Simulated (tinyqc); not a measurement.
Inside a calculation. Model: adsorption as a lattice gas: isotherms with interactions, competition, desorption peaks and saturation dose. Computed by tinyqc, a small Python program that keeps every step. Command: `OMP_NUM_THREADS=1 python tinyqc.py 3021892 3021893 out.jsonl adsorb walk`. One thread of a shared host (Intel(R) Xeon(R) Processor @ 2.30GHz), about 0.2 s of CPU time with the checks. Intermediate numbers are printed to about 7 digits and carried at full precision; extremes and crossings named in words are read from the listed rows.

One adsorbate per site; a molecule needs 1 empty site. Gas and surface have the same temperature.

Inputs (values chosen for the exercise, for a model surface):
```
quantity                                          value    unit
desorption energy E                                2.14      eV
prefactor nu                                    3.8e+13     1/s
pair energy w (positive repels)                   0.021      eV
neighbours z                                          4       -
site density N_s                                    8.2  1/nm^2
molecular mass M                                   18.3       u
sticking coefficient s0                           0.028       -
temperature T                                       787       K
pressure p                                      0.00051      Pa
blocking by a second gas, K_B p_B                    13       -
heating rate beta                                  0.96     K/s
aspect ratio a (depth over diameter) of a hole        5       -
```

Adsorption: molecular (first order).

Constants: u = 1.6605390666e-27 kg; k_B = 1.380649e-23 J/K; k_B = 8.617333262e-05 eV/K.

## Flux and the Langmuir coverage

Flux F = p/sqrt(2 pi M k_B T); k_d = nu exp(-E/(k_B T)); s0 F (1 - theta) = N_s k_d theta, so y = s0 F/(N_s k_d), theta = y/(1 + y). With a second gas on the same sites theta = y/(1 + y + K_B p_B).

flux F = 11.19699 1/(nm^2 s)

k_d = 0.7510785 1/s

y = 0.05090494

Langmuir coverage = 0.04843915

coverage with the second gas = 0.003622894

## Coverage with interactions

With u = w/(k_B T). Mean field: theta/(1 - theta) = y exp(-z u theta). Quasi-chemical: theta/(1 - theta) = y [(r - 1 + 2 theta)(1 - theta)/((r + 1 - 2 theta) theta)]^(-z/2) exp(-z u/2), r = sqrt(1 - 4 theta (1 - theta)(1 - exp(-u))).

u = 0.3096504

coverage, mean field = 0.04588573

coverage, quasi-chemical = 0.04618165

Repulsion lowers the coverage from 0.0484. Both theories put half coverage at ln y = z u/2 = 0.619; here ln y = -2.978.

## Isotherms

The formulas are those given above.

Coverage; the first column is ln y - z u/2:
```
ln y - z u/2  no interaction  mean field  quasi-chemical
-5.0               0.0123619   0.0121791       0.0122034
-3.0               0.0846564   0.0775078       0.0782322
-2.0               0.2008967   0.1693242       0.1714388
-1.0               0.4059583   0.3160202       0.3186779
-0.5               0.5297899   0.4054346       0.4071075
0.0                0.6500595   0.5000000       0.5000000
0.5                0.7538590   0.5945654       0.5928925
1.0                0.8346987   0.6839798       0.6813221
2.0                0.9320935   0.8306758       0.8285612
3.0                0.9738982   0.9224922       0.9217678
5.0                0.9963859   0.9878209       0.9877966
```

At half coverage the slope d theta/d ln y is 1/4 without interaction, 1/(4 + z u) = 0.191 in mean field and 0.187 in the pair theory, 1/[4 + 2 z (exp(u/2) - 1)]. Repulsion spreads the filling over a wider range of pressure; the two theories differ by at most 0.0027 in these rows.

## Desorption peak without interaction

The peak obeys E/(k_B T_p^2) = (nu/beta) exp(-E/(k_B T_p)) exactly. Redhead's shortcut, with the constant 3.46 (3.64 is also in use), reads E back as k_B T_p [ln(nu' T_p/beta) - 3.46], nu' = nu.

peak temperature T_p = 722.8369 K

E by Redhead's shortcut = 2.144782 eV

The shortcut misses by +0.22 %, since 3.46 stands for ln(E/(k_B T_p)) = 3.54. A prefactor wrong by a factor 100 would shift E by 0.287 eV.

## Peak against initial coverage

Heating at the rate beta: d theta/dT = -(nu/beta) theta^1 exp(-[E - z w theta]/(k_B T)). Integrated numerically (relative tolerance 1e-9); T_p is the maximum of the rate.

Peak temperatures (K):
```
theta_0     w = 0    with w
0.1      722.8369  720.7205
0.3      722.8369  716.4591
0.5      722.8369  712.1578
0.7      722.8369  707.8152
0.9      722.8369  703.4301
```

Without interaction the peak does not move; with w it moves by -17.3 K, so repulsion in first order mimics second-order kinetics.

## Dose to saturate, flat and in a hole

Without desorption or interaction, 99 % coverage needs the time (N_s/(s0 F)) ln 100. For a round hole of aspect ratio a in molecular flow with unit sticking (Gordon), the time is N_s/F x [1 + (19/4) a + (3/2) a^2]. The larger of the two times is a rough guide.

time on a flat surface = 120.4482 s

time for the hole = 45.58816 s

Transport and reaction are comparable. Caution: with k_d = nu exp(-E/(k_B T)) of these inputs desorption is not negligible over the time on a flat surface, so without interaction 99 % coverage is not reached.

Checks made by the program: quasi-chemical form at low coverage and at the symmetry point (relative difference 1e-07); T_p against the integrated rate equation (relative difference 6e-09).
